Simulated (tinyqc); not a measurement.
What each parameter does: band edges of strained Si(1-x)Ge(x) on relaxed Si(1-y)Ge(y).

Values are linear in the Ge fraction but for ED(x) = linear - CD x (1 - x) and a(x) = linear - Ca x (1 - x). Energies are on the common scale of Ev.

Coherent growth on a (110) face: e_par = (a(y) - a(x))/a(x), e_perp = -(C11 + 3 C12 - 2 C44)/(C11 + C12 + 2 C44) e_par; exx = eyy = (e_par + e_perp)/2, ezz = e_par, exy = (e_perp - e_par)/2, eyz = ezx = 0.

A valley with unit axis u lies at Ev + gap + (av + a_valley) tr(e) + Xu (u.e.u - tr(e)/3); the Delta axes are x, y, z and the L axes [111], [1-1-1], [-11-1], [-1-11]. The second-order shift of the Delta valleys under shear is left out; it lowers the pair normal to the sheared plane by tens of meV at a shear of 1 %.

Valence edges: Ev plus the levels of the 6 x 6 matrix of X, Y, Z times spin with -Dso/3 + l exx + m (eyy + ezz) on the diagonal (cyclic), n exy off it, l = av + 2 b, m = av - b, n = sqrt(3) d. Spin-orbit term (Dso/3) L.sigma on X, Y, Z with (L_k)_ij = -i epsilon_kij: <X+|H|Y+> = -i Dso/3, <X+|H|Z-> = Dso/3, <Y+|H|Z-> = -i Dso/3, <Z+|H|X-> = -Dso/3, <Z+|H|Y-> = i Dso/3, <X-|H|Y-> = i Dso/3, and their conjugates; + and - are the spin along z.

Values chosen for the exercise (end members near Si and Ge, in this order; not measured data):
- a = (5.427, 5.654) angstrom (lattice constant)
- Dso = (0.044, 0.292) eV (spin-orbit splitting)
- av = (2.49, 1.24) eV (valence hydrostatic potential)
- b = (-2.07, -2.55) eV (tetragonal shear potential)
- d = (-4.87, -5.27) eV (trigonal shear potential)
- C11 = (166.9, 128) GPa
- C12 = (63.5, 48) GPa
- C44 = (79.1, 66.6) GPa
- Ev = (0, 0.69) eV (top of the unstrained valence band)
- ED = (1.173, 0.916) eV (gap to the Delta valleys)
- EL = (2.005, 0.754) eV (gap to the L valleys)
- aD = (1.72, 1.29) eV (hydrostatic potential of the Delta gap)
- aL = (-3.35, -2.89) eV (hydrostatic potential of the L gap)
- XuD = (9.15, 9.74) eV (uniaxial potential, Delta)
- XuL = (16.75, 15.26) eV (uniaxial potential, L)
- CD = 0.2 eV (bowing of the Delta gap)
- Ca = 0 angstrom (bowing of the lattice constant)
- face = 110 (growth face)
- x = 0.13 (Ge fraction of the layer)
- y = 0 (Ge fraction of the relaxed buffer)

dEc = Ec(buffer) - Ec(layer), dEv = Ev(layer) - Ev(buffer); buffer edges Ev(y) and Ev(y) + min(ED, EL).

Results for these values:

| case | gap (eV) | valence splitting (meV) | dEc (eV) | dEv (eV) |
|---|---|---|---|---|
| base | 1.0563 | 30.6 | 0.0236 | 0.0931 |

What happens to each result for x = 0.16, all else kept?

Answer: gap falls from 1.0563 to 1.0304; valence splitting rises from 30.6 to 35.9; dEc rises from 0.0236 to 0.0276; dEv rises from 0.0931 to 0.1150.

The same for each parameter in turn:

| case | gap (eV) | valence splitting (meV) | dEc (eV) | dEv (eV) |
|---|---|---|---|---|
| base | 1.0563 | 30.6 | 0.0236 | 0.0931 |
| x = 0.16 | 1.0304 | 35.9 | 0.0276 | 0.1150 |
| y = 0.03 | 1.0703 | 25.8 | 0.0176 | 0.0715 |
| CD = 0.25 eV | 1.0506 | 30.6 | 0.0293 | 0.0931 |
| b = (-2.38, -2.932) eV | 1.0560 | 30.4 | 0.0236 | 0.0934 |
| aL = (-3.852, -3.323) eV | 1.0563 | 30.6 | 0.0236 | 0.0931 |
| XuL = (19.262, 17.549) eV | 1.0563 | 30.6 | 0.0236 | 0.0931 |
| d = (-5.6, -6.06) eV | 1.0529 | 33.9 | 0.0236 | 0.0964 |
| Ev = (0, 0.793) eV | 1.0563 | 30.6 | 0.0102 | 0.1065 |

The lowest valleys of the layer are Delta2, so among the conduction-band potentials only those of that family reach the gap and dEc; the buffer is unstrained. A shift large enough to swap the lowest family would change that.

Computed by tinyqc, a small Python program: `OMP_NUM_THREADS=1 python tinyqc.py 1081358 1081359 out.jsonl` (the numbers bound the seed that draws the inputs); one thread of a shared host (Intel(R) Xeon(R) Processor @ 2.30GHz), about 0.01 s for the whole set of steps.
